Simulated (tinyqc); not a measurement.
# Stacked nanosheet transistor, parasitic resistance, capacitance and delay: effects of single changes

Ns sheets share one contact on top; each has perimeter p = 2 (Ws + ts) and cross-section A = Ws ts; contact width Wc = Ws + 10 nm, stack height Hs = Ns pv. Sheet 1 is the top one. Contact length Lc = CPP - Lg - 2 Lsp, shared by two neighbouring gates. Source and drain sides are equal. The formulas are first-order estimates, not field solutions.

Parameters, values chosen for the exercise; values close to those of silicon logic devices:
- T = 300 K (temperature)
- Ns = 4 (number of sheets)
- Ws = 12 nm (sheet width)
- ts = 7 nm (sheet thickness)
- pv = 12 nm (vertical pitch of the sheets)
- rv = 127 ohm (vertical resistance between sheet levels)
- CPP = 48 nm (contacted gate pitch)
- Lg = 14 nm (gate length)
- Lsp = 5 nm (spacer length)
- ks = 3.3 (relative permittivity of the spacer)
- Hc = 30 nm (gate height above the channel stack)
- rc = 1.1e-9 ohm cm^2 (contact resistivity)
- re = 0.00031 ohm cm (resistivity of the source-drain epitaxy)
- te = 20 nm (current-carrying depth of the epitaxy)
- rx = 0.001 ohm cm (resistivity of the extension)
- Lov = 2 nm (gate overlap)
- Cinv = 3.4 uF/cm^2 (inversion capacitance)
- vx = 8.6e6 cm/s (injection velocity)
- mu = 270 cm^2/(V s) (apparent mobility)
- VT = 0.2 V (threshold at zero drain voltage)
- dl = 0.022 V/V (barrier lowering)
- n = 1.12 (subthreshold factor)
- Cw = 0.11 fF (wire load)
- Vdd = 0.65 V (supply voltage)

Constants: q = 1.602176634e-19 C, kB = 1.380649e-23 J/K, eps0 = 8.8541878128e-12 F/m, Vt = kB T/q. Results are converted to the units shown.

Each table varies one quantity; the others keep the values above.

## Effect of the number of sheets

Epitaxy sheet resistance Rsh = re/te, transfer length LT = sqrt(rc/Rsh), contact Rc = [sqrt(rc Rsh)/Wc] coth(Lc/(2 LT)); extension of one sheet Rx = rx Lsp/A. With N sheets: gate Cg = Cinv p N Lg; per side, plate Cp = ks eps0 [Wc (Hs + Hc) - N A]/Lsp, top fringe Cf = (2/pi) ks eps0 Wc ln(1 + Lg/(2 Lsp)), overlap Co = Cinv p N Lov. One sheet: I = p Q vx u/(1 + |u|^1.8)^(1/1.8), Q = Cinv n Vt ln(1 + exp((Vg' - VT + dl Vd')/(n Vt))), u = Vd' mu/(vx Lg), Vg' = Vgs - v, Vd' = Vds - 2 v, with the drop on each side v_j = Rc sum I + rv (sum over levels k = 2..j of the current of sheets k..Ns) + Rx I_j. Ieff = [I(Vgs = Vdd, Vds = Vdd/2) + I(Vdd/2, Vdd)]/2, total currents. With Cs = Cp + Cf + Co, the load of an inverter of two such devices driving an equal one is CL = 2 (Cg + 2 Cs) + 4 Cs + Cw (own drains counted twice for the Miller effect); delay CL Vdd/(2 Ieff).

The same in every row: Rc (ohm) = 444.5.

Effect of the number of sheets:

| Ns | Rx/N (ohm) | Ieff (uA) | CL (aF) | delay (ps) |
|---|---|---|---|---|
| 1 | 595.2 | 29.01 | 209.0 | 2.341 |
| 2 | 297.6 | 54.83 | 274.2 | 1.626 |
| 3 | 198.4 | 77.05 | 339.5 | 1.432 |
| 4 | 148.8 | 95.21 | 404.8 | 1.382 |
| 5 | 119.0 | 108.8 | 470.0 | 1.404 |
| 6 | 99.21 | 118.0 | 535.3 | 1.475 |

What does the comparison show?

As Ns goes from 1 to 6, Ieff rises from 29.0 to 118 uA, CL rises from 209 to 535 aF and the delay goes from 2.34 through a minimum of 1.38 (at Ns = 4 among the rows listed) to 1.47 ps. From the first row to the last Ieff grows by a factor of 4.07 and CL by 2.56; the first step changes the delay by -31 %, the last by 5.1 %.

## Effect of the supply voltage

Same model as above.

The same in every row: Rc (ohm) = 444.5; Rx/N (ohm) = 148.8; CL (aF) = 404.8.

Effect of the supply voltage:

| Vdd (V) | Ieff (uA) | delay (ps) |
|---|---|---|
| 0.45 | 47.30 | 1.926 |
| 0.55 | 70.75 | 1.573 |
| 0.65 | 95.21 | 1.382 |
| 0.75 | 120.0 | 1.265 |
| 0.85 | 145.0 | 1.187 |
| 0.95 | 170.0 | 1.131 |

As Vdd goes from 0.45 to 0.95 V, Ieff rises from 47.3 to 170 uA, CL stays at 405 aF and the delay falls from 1.93 to 1.13 ps.

Program tinyqc, `OMP_NUM_THREADS=1 python tinyqc.py 2170066 2170067 out.jsonl`; Intel Xeon 2.30GHz, shared host, one thread, about 0.06 s.
